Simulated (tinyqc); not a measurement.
# Undoped gate-all-around wire MOSFET, analytic charge model: several studies

An undoped round wire of radius R under an insulator shell and a surrounding gate; long channel, electrons only, n = ni exp((psi - V)/Vt) with V the quasi-Fermi potential (0 at the source, Vd at the drain), constant mobility, no quantisation. The radial Poisson equation gives n(r) = n(0)/(1 - (1 - b) r^2/R^2)^2 with b = Q0/(Q + Q0). Q is the electron charge per area of the wire surface.

Parameters, values chosen for the exercise; material values close to those of silicon:
```
symbol    value        unit                                             meaning
T           350           K                                         temperature
Eg         1.11          eV                                            band gap
eps_r      11.8                      relative permittivity of the semiconductor
Nc      3.58e19       cm^-3              conduction-band density of states at T
Nv      3.33e19       cm^-3                 valence-band density of states at T
eox        7.74                     relative permittivity of the gate insulator
tox         6.1          nm                                 insulator thickness
R             8          nm                                         wire radius
dphi       0.05           V  gate work function less that of the intrinsic body
mu          650  cm^2/(V s)                                    channel mobility
L           0.2          um                                         gate length
Vd          0.5           V                                       drain voltage
```

Constants: q = 1.602176634e-19 C, kB = 1.380649e-23 J/K, Vt = kB T/q, eps0 = 8.8541878128e-14 F/cm where lengths are in cm. Results are converted to the units shown.

Each table varies one quantity; the others keep the values above.

## Effect of the insulator thickness

ni = sqrt(Nc Nv) exp(-Eg/(2 Vt)), Eg in volts; Cox = eps0 eox/(R ln(1 + tox/R)); Q0 = 4 eps0 eps_r Vt/R; V0 = dphi + Vt ln[8 eps0 eps_r Vt/(q ni R^2)]. Q solves Vg - V0 - V = Q/Cox + Vt ln(Q/Q0) + Vt ln(1 + Q/Q0). I = mu (2 pi R/L)[2 Vt (Qs - Qd) + (Qs^2 - Qd^2)/(2 Cox) + Vt Q0 ln((Qd + Q0)/(Qs + Q0))], with Qs at V = 0 and Qd at V = Vd.  I(low) is taken at Vg = 0.28 V, Qs and I(high) at Vg = 1.03 V.

The same in every row: V0 (V) = 0.5253.

Effect of the insulator thickness:
```
tox (nm),I(low) (nA),Qs(high) (nC/cm^2),I(high) (uA)
2,0.2278,1417,54.37
2.9,0.2278,1067,42.01
4.2,0.2278,812.8,32.74
6.1,0.2277,626.7,25.76
8.8,0.2277,493.5,20.63
13,0.2277,390.3,16.57
18,0.2276,326.3,14.00
```

Read the table: what changes, and by how much?

As tox goes from 2 to 18 nm, I(low) stays near 0.228 nA and I(high) falls from 54.4 to 14.0 uA. On average I(low) is independent of tox and I(high) goes as tox^(-0.62). Below threshold no voltage drops over the insulator in this long-channel model, so its thickness does not matter there. In every row the surface density at the source at the higher gate voltage passes 0.3 Nc, where Boltzmann statistics fail. In every row mu V/L at the higher gate voltage, with V the smaller of Vd and Vg - V0, passes 3e6 cm/s, so velocity saturation would lower the current.

## Effect of the gate work function less that of the intrinsic body

Same model as above.

Results:
```
dphi (V),V0 (V),I(low) (nA),Qs(high) (nC/cm^2),I(high) (uA)
-0.1,0.37531,30.300,830.15,40.803
-0.05,0.42531,6.1667,761.76,35.630
0.05,0.52531,0.22775,626.74,25.760
0.1,0.57531,0.043422,560.31,21.183
0.15,0.62531,0.0082754,494.77,16.971
0.2,0.67531,0.0015770,430.30,13.218
```

Estimate the missing row, dphi = 0 V.

Computed row:
```
dphi (V),V0 (V),I(low) (nA),Qs(high) (nC/cm^2),I(high) (uA)
0,0.47531,1.1918,693.93,30.600
```

With this row back in the table: As dphi goes from -0.1 to 0.2 V, I(low) falls from 30.3 to 0.00158 nA and I(high) falls from 40.8 to 13.2 uA. V0 rises from 0.375 to 0.675 V. In every row the surface density at the source at the higher gate voltage passes 0.3 Nc, where Boltzmann statistics fail. In every row mu V/L at the higher gate voltage, with V the smaller of Vd and Vg - V0, passes 3e6 cm/s, so velocity saturation would lower the current.

## Transfer curve and volume inversion

I = mu (2 pi R/L)[2 Vt (Qs - Qd) + (Qs^2 - Qd^2)/(2 Cox) + Vt Q0 ln((Qd + Q0)/(Qs + Q0))], with Qs at V = 0 and Qd at V = Vd. The drop is psi(surface) - psi(centre) at the source end; C = dQs/dVg, Cg = Cox, drop = 2 Vt ln(1 + Qs/Q0); gm = dI/dVg.

Transfer curve and volume inversion:
```
Vg (V),Qs (nC/cm^2),drop (mV),C/Cg,I (uA),gm/I (1/V)
0.23,0.008812,0.003373,1.932e-4,4.342e-5,33.15
0.32,0.1734,0.06634,0.003784,8.563e-4,33.07
0.41,3.151,1.194,0.06348,0.01621,31.75
0.49,24.62,8.759,0.3224,0.1627,24.73
0.58,88.58,26.91,0.5883,0.9506,15.22
0.67,178.5,45.69,0.7189,2.892,10.08
0.76,281.6,61.83,0.7901,6.262,7.344
0.84,379.7,73.99,0.8299,10.58,5.859
0.93,494.8,85.70,0.8606,16.97,4.708
```

The current rises from 4.34e-5 to 17.0 uA. In the first row gm/I is 33.2 1/V, 0.012 % below 1/Vt: with no depletion charge the whole body follows the gate, and the swing is ideal. The drop between surface and centre goes from 0.0034 to 85.7 mV and passes Vt at Vg = 0.67 V among the rows; below that the density varies across the body by less than a factor of e (volume inversion). C reaches 0.86 of Cg in the last row. For Vg = 0.76 to 0.93 V the surface density at the source passes 0.3 Nc, where Boltzmann statistics fail. For Vg = 0.67 to 0.93 V mu V/L, with V the smaller of Vd and Vg - V0, passes 3e6 cm/s, so velocity saturation would lower the current.

Program tinyqc, `OMP_NUM_THREADS=1 python tinyqc.py 2460129 2460130 out.jsonl`; Intel Xeon 2.30GHz, shared host, one thread, about 0.03 s.
